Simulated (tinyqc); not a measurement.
Worked calculation: CID on RHF in the 6-311g basis, for H-, spin multiplicity 1. The basis has no diffuse functions, so it cannot describe the extra electron: this is an exercise in the method, not the real anion. One step of it, computed by the program tinyqc.

Question. CID: roots. Diagonalise (each vector has its largest component positive (the first on a tie)); all determinants have Ms = 0, so triplets appear too. The lowest singlet root is the correlation energy.

Occupation strings over the orbitals (2 doubly, a alpha, b beta, 0 empty; spin orbitals ordered 1a 1b 2a 2b ...): 200 020 0ab 0ba 002

H - E(HF) between determinants (hartree):
```
           200        020        0ab        0ba        002
200   0.000000   0.102796  -0.050137   0.050137   0.077965
020   0.102796   0.865049   0.046990  -0.046990   0.106288
0ab  -0.050137   0.046990   2.897017  -0.106288  -0.123437
0ba   0.050137  -0.046990  -0.106288   2.897017   0.123437
002   0.077965   0.106288  -0.123437   0.123437   5.242092
```

Give: lowest roots of this matrix, relative to E(HF); lowest vectors; <S^2> of these roots; weight of the ground state by excitation level 0, 1, 2, ....

Answer.

lowest roots of this matrix, relative to E(HF) (hartree): -0.0148  0.8723  2.7907  2.9936  5.2593

lowest vectors:
```
      root 1   root 2  root 3   root 4
200   0.9928   0.1169  0.0000  -0.0204
020  -0.1165   0.9923  0.0000   0.0339
0ab   0.0178  -0.0207  0.7071   0.7045
0ba  -0.0178   0.0207  0.7071  -0.7045
002  -0.0115  -0.0274  0.0000   0.0765
```

<S^2> of these roots: 0.0000  0.0000  2.0000  0.0000  0.0000

weight of the ground state by excitation level 0, 1, 2, ...: 0.9857  0.0000  0.0143
